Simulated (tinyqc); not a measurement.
Capacitance of parallel on-chip lines from Laplace's equation on a mesh: two steps of the calculation.

Cross-section of an endless row of equal lines between two grounded planes; neighbours are driven in antiphase (+1 V and -1 V), so the plane midway between two lines is at 0 V. By symmetry one quarter is solved: x runs from the centre of a line (column 0, mirror) to that midplane (column 3, 0 V), y from the mid-height of the line (row 0, mirror) to the ground plane (row 4, 0 V). The line fills columns 0 to 1 and rows 0 to 1 at 1 V. Cells beside the line (below row 1) have e2, cells above have e1. Each link between nodes has the conductance g = mean permittivity of the two cells beside it (a cell beyond a mirror counts as 0), and the free nodes obey sum g (V_neighbour - V) = 0.

Parameters, values chosen for the exercise: relative permittivity above and below the lines e1 = 2.7; relative permittivity between the lines e2 = 2.4; over-relaxation factor om = 1.

Task 1. Link conductances. gx[j, i] joins node (row j, column i) to column i + 1, gy[j, i] to row j + 1.

Wanted: gx; gy.

Result 1.

gx:
```
,col 0,col 1,col 2
row 0,1.200,1.200,1.200
row 1,2.550,2.550,2.550
row 2,2.700,2.700,2.700
row 3,2.700,2.700,2.700
row 4,1.350,1.350,1.350
```

gy:
```
,col 0,col 1,col 2,col 3
row 0,1.200,2.400,2.400,1.200
row 1,1.350,2.700,2.700,1.350
row 2,1.350,2.700,2.700,1.350
row 3,1.350,2.700,2.700,1.350
```

Task 2. Relaxation sweep. One sweep visits the free nodes row by row from row 0, left to right, and replaces V by V + om (weighted mean of the neighbours - V), using new values at once.

V at the start (V):
```
,col 0,col 1,col 2,col 3
row 0,1,1,0,0
row 1,1,1,0,0
row 2,0,0,0,0
row 3,0,0,0,0
row 4,0,0,0,0
```

gx:
```
,col 0,col 1,col 2
row 0,1.2,1.2,1.2
row 1,2.55,2.55,2.55
row 2,2.7,2.7,2.7
row 3,2.7,2.7,2.7
row 4,1.35,1.35,1.35
```

gy:
```
,col 0,col 1,col 2,col 3
row 0,1.2,2.4,2.4,1.2
row 1,1.35,2.7,2.7,1.35
row 2,1.35,2.7,2.7,1.35
row 3,1.35,2.7,2.7,1.35
```

Find: V after sweep 1.

Result 2.

V after sweep 1 (V):
```
,col 0,col 1,col 2,col 3
row 0,1.0000,1.0000,0.2500,0.0000
row 1,1.0000,1.0000,0.3088,0.0000
row 2,0.2500,0.3125,0.1553,0.0000
row 3,0.0625,0.0938,0.0623,0.0000
row 4,0.0000,0.0000,0.0000,0.0000
```

Numbers from tinyqc (`OMP_NUM_THREADS=1 python tinyqc.py 2790168 2790169 out.jsonl`; about 1 s on one thread of a shared Intel Xeon 2.30GHz).
